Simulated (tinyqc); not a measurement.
What moves the results: two-band massive Dirac model of the K valleys. A value that a table varies takes the place of the one given here.

Basis (conduction, valence): H = [[D/2, a t (tau kx - i ky)], [a t (tau kx + i ky), -D/2 + lam tau sz]], valley tau = +/-1, spin sz = +/-1. The gap of a spin and valley is G = D - lam tau sz. Berry curvature Omega = curl of i<u|grad u>; for the conduction band Omega_c = -tau 2 a^2 t^2 G/(G^2 + 4 a^2 t^2 k^2)^(3/2), and Omega_v = -Omega_c.

Constants: hbar^2/2m0 = 3.80998211 eV angstrom^2.

Values chosen for the exercise (near those used for monolayer MoSe2; the results hold for these values, not for the real material): a = 3.316 angstrom (lattice constant); D = 1.57 eV (gap parameter); t = 1 eV (effective hopping); lam = 0.088 eV (half the valence spin splitting).

## Away from the valley

Flavour tau = +1, sz = +1. Parabolic transition energy G + 2 a^2 t^2 k^2/G; degree of circular polarisation eta = 2 cos(theta)/(1 + cos^2(theta)). The last column is the Berry flux of the conduction band inside |k|, over 2 pi: -(1 - cos(theta))/2, cos(theta) = G/(transition energy).

Along |k|:
```
|k| (1/angstrom)  transition (eV)  parabolic (eV)  Omega_c (angstrom^2)     eta  flux/2 pi
0.000                      1.4820          1.4820               -10.013  1.0000     0.0000
0.025                      1.4912          1.4913                -9.828  1.0000    -0.0031
0.050                      1.5186          1.5191                -9.305  0.9997    -0.0121
0.075                      1.5632          1.5655                -8.532  0.9986    -0.0260
0.100                      1.6236          1.6304                -7.615  0.9958    -0.0436
0.150                      1.7849          1.8159                -5.731  0.9830    -0.0849
0.200                      1.9889          2.0756                -4.143  0.9582    -0.1274
0.300                      2.4809          2.8175                -2.134  0.8805    -0.2013
```

The curvature halves at |k| = 0.171 1/angstrom, where 2 a t k = 0.766 G. At 0.3 the parabola is 337 meV too high, eta has fallen only to 0.881, and the flux has reached -0.201 of the -1/2 that a whole cone holds. The real bands leave this model beyond about 0.1 to 0.2 1/angstrom, where trigonal warping and other bands enter.

## Hole doping of the spin-split valence bands

The Fermi level lies E below the top of the valence band. kF for the upper and lower band of valley +1 from the two-band energy; each flavour holds kF^2/(4 pi) holes per area and both valleys count. Spin polarisation within one valley; Berry flux removed from valley +1, the sum of (1 - cos(theta_F))/2 with cos(theta_F) = G/sqrt(G^2 + 4 a^2 t^2 kF^2), in units of 2 pi.

Holes:
```
E (meV)  kF upper (1/angstrom)  kF lower  p (1e12/cm^2)  spin polarisation in a valley  flux/2 pi
22.0                    0.0549    0.0000           4.79                          1.000     0.0144
44.0                    0.0781    0.0000           9.72                          1.000     0.0280
88.0                    0.1121    0.0000          20.00                          1.000     0.0531
132.0                   0.1392    0.0000          30.84                          1.000     0.0756
167.2                   0.1584    0.0000          39.91                          1.000     0.0921
193.6                   0.1718    0.0518          51.22                          0.833     0.1140
264.0                   0.2047    0.1182          88.96                          0.500     0.1793
352.0                   0.2423    0.1713         140.16                          0.333     0.2486
```

Up to E = 2 lam = 176 meV, a density of 42.2e12/cm^2, only the upper band of this model is emptied and each valley is fully spin-polarised, oppositely in the two. Beyond it the polarisation falls, to 0.33 in the last row. The flux, times e^2/h, is in size the change of the Hall conductivity of one valley; the other valley cancels it in the charge current. Rows with kF above about 0.2 1/angstrom lie beyond the range of the model, and in real layers the valley at Gamma, close below in MoS2 and WS2, can take holes as well.

## What each parameter does

Flavour tau = sz = +1 at k = 0: gap G, mass c G/(a t)^2 with c = hbar^2/2m0, Omega_c, and the B - A splitting 2 lam. Each row changes one parameter from the base and keeps the others.

Results:
```
case                 G (eV)  mass (m0)  Omega_c (angstrom^2)  B - A (eV)
base                 1.4820     0.5135               -10.013      0.1760
a = 3.3823 angstrom  1.4820     0.4936               -10.417      0.1760
D = 1.727 eV         1.6390     0.5679                -8.187      0.1760
t = 0.9 eV           1.4820     0.6340                -8.111      0.1760
lam = 0.132 eV       1.4380     0.4983               -10.635      0.2640
```

The largest shifts from the base row, up to three for each result and ties (the steps differ in size, so this ranks the rows, not the parameters). G (eV): D +0.1570, lam -0.0440; unchanged at the printed digits by a and t. mass (m0): t +0.1205, D +0.0544, a -0.0199. Omega_c (angstrom^2): t +1.902, D +1.826, lam -0.622. B - A (eV): lam +0.0880; unchanged at the printed digits by a, D and t. The mass goes as G/(a t)^2 and the curvature as (a t)^2/G^2, so their product is -2c/G.

Program tinyqc; command `OMP_NUM_THREADS=1 python tinyqc.py 1452178 1452179 out.jsonl`; about 0.01 s on one thread of a shared Intel(R) Xeon(R) Processor @ 2.30GHz.
